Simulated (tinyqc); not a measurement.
Stark shift: double quantum well by finite differences.

Finite differences on points z_i at the centres of cells of width h: H_ii = (c/h^2)(1/m_(i-1/2) + 1/m_(i+1/2)) + V_i, H_(i,i+1) = -(c/h^2)/m_(i+1/2), where m_(i+1/2) is the mean of the masses at the two points (the end values are repeated outwards), psi = 0 on the points beyond both ends, c = hbar^2/2m0. The field adds e F (z - z0) with z0 the middle of the structure; 1 kV/cm = 1e-5 eV/angstrom.

Constants: hbar^2/2m0 = 3.80998211 eV angstrom^2.

Parameters, chosen for this exercise (out of a larger set: near those of a GaAs well in AlGaAs; not measured data): layers = ((56, 0.275, 0.0952), (56, 0, 0.0669), (14, 0.275, 0.0952), (70, 0, 0.0669), (56, 0.275, 0.0952)) (each layer: thickness in angstrom, band edge in eV, mass in m0); hf = 0.875 angstrom (cell width of the fine grid); Fs = (0, 11.7, 23.3, 35, 46.7, 58.3, 70) kV/cm (fields).

Fine grid. Perturbation theory: dE1 = e F z_11 - beta (e F)^2 with beta = sum_j z_1j^2/(E_j - E_1) over the 13 next levels at zero field, z from z0.

Levels against field:
```
F (kV/cm)  E1 (eV)  E2 (eV)  dE1 (meV)  second order (meV)  <z - z0> (angstrom)  E2 - E1 (meV)
0           0.0451   0.0737       0.00                0.00                 17.0           28.6
23.3        0.0465   0.0708       1.35                1.92                 -7.3           24.3
35.0        0.0448   0.0714      -0.27                1.35                -19.8           26.5
46.7        0.0420   0.0730      -3.14               -0.26                -28.5           31.1
58.3        0.0383   0.0754      -6.78               -2.88                -33.9           37.0
70.0        0.0342   0.0780     -10.96               -6.54                -37.3           43.9
```

Give the missing row, F (kV/cm) = 11.7.

Computed row:
```
F (kV/cm)  E1 (eV)  E2 (eV)  dE1 (meV)  second order (meV)  <z - z0> (angstrom)  E2 - E1 (meV)
11.7        0.0465   0.0716       1.40                1.48                  6.2           25.1
```

z_11 = 17.04 angstrom
beta = 3.769e+04 angstrom^2/eV

The state sits +17.0 angstrom off the middle at zero field, so the shift starts linearly in F. At 70 kV/cm E1 has moved by -10.96 meV, where second order gives -6.54 meV; the two first part by more than 10 % at 23.3 kV/cm. The electron moves by -54.3 angstrom, against the rise of the potential. E2 - E1 has its smallest listed value inside the range; the ends are 28.6 and 43.9 meV.

Computed by tinyqc, a small Python program: `OMP_NUM_THREADS=1 python tinyqc.py 1280842 1280843 out.jsonl` (the numbers bound the seed that draws the inputs); one thread of a shared host (Intel(R) Xeon(R) Processor @ 2.30GHz), about 0.03 s for the whole set of steps.
